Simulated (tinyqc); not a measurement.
Tight binding, dimerised chain, step by step. One step of it, computed by the program tinyqc.

Question. Bloch Hamiltonian at X. H_AA = +delta, H_BB = -delta, H_AB = -t1 - t2 exp(-i k a).

Parameters chosen for this model:

| parameter | value | unit |
|---|---|---|
| t1 | 1.480000 | eV, inside the cell |
| t2 | 1.510000 | eV, between cells |
| delta | 0 | eV, +/- on the two sites |

k point X (2 pi / a): 0.500000

Give: H(k) at X.

Answer.

H(k) at X (eV):
```
       A      B
A  0.000  0.030
B  0.030  0.000
```
